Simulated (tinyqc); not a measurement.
Two-band k.p model of the Delta valleys near the X point under shear strain: one step. Position, depth and masses of the minimum. Two cases, with inputs chosen for the exercise.

Problem. For |eta| < 1: k_min = k0 sqrt(1 - eta^2), E_min = -Delta eta^2/2, ml(eta) = ml/(1 - eta^2), 1/m[110] = 1/mt + eta/Mp, 1/m[1-10] = 1/mt - eta/Mp. For |eta| > 1 the minimum sits at X: E_min = -Delta (2 |eta| - 1)/2, ml(eta) = ml/(1 - 1/|eta|), and eta is replaced by its sign in the transverse masses.

Give: k_min; E_min; ml(eta); masses along [110] and [1-10].

Case 1.

Values chosen (out of a larger set: near those of Si; not measured data): ml = 0.89 m0 (longitudinal mass); mt = 0.195 m0 (transverse mass); Mp = 0.238 m0 (coupling mass).

k0 = 0.1758181 1/angstrom
Delta = 0.2646612 eV
eta = 0.492479

Solution.

k_min = 0.1530 1/angstrom
E_min = -32.09 meV
ml(eta) = 1.175 m0

masses along [110] and [1-10] (m0): [0.1389, 0.3269]

The minimum has moved 13.0 % of the way to X; electrons are lighter along [110] (-28.7 % against mt) and heavier across (+67.6 %).

Case 2.

Values chosen (out of a larger set: near those of Si; not measured data): ml = 0.943 m0 (longitudinal mass); mt = 0.196 m0 (transverse mass); Mp = 0.225 m0 (coupling mass).

k0 = 0.1710969 1/angstrom
Delta = 0.2365513 eV
eta = 0.156414

Solution.

k_min = 0.1690 1/angstrom
E_min = -2.89 meV
ml(eta) = 0.967 m0

masses along [110] and [1-10] (m0): [0.1725, 0.2269]

The minimum has moved 1.2 % of the way to X; electrons are lighter along [110] (-12.0 % against mt) and heavier across (+15.8 %).

Computed by tinyqc, one run a case: `OMP_NUM_THREADS=1 python tinyqc.py N N+1 out.jsonl` with N = 1080645, 1080742; one thread of a shared Intel(R) Xeon(R) Processor @ 2.30GHz, about 0.01 s a run at most.
